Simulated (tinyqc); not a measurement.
Inside a calculation. Method: Luttinger-Kohn k.p, four valence bands. One step of it, computed by the program tinyqc.

Task: Hole masses. E = c [g1 k^2 -/+ 2 sqrt(g2^2 k^4 + 3 (g3^2 - g2^2)(kx^2 ky^2 + ky^2 kz^2 + kz^2 kx^2))] with c = hbar^2/2m, and m* = hbar^2 k^2 / (2 E).

Luttinger parameters chosen for this model; energies are counted downward from the top of the valence band:
```
parameter      value  unit
g1         13.370000
g2          2.450000
g3          3.870000
```

Give: Masses.

Result:

Masses (electron masses):
```
direction   heavy   light
[100]      0.1181  0.0547
[110]      0.1604  0.0488
[111]      0.1776  0.0474
```
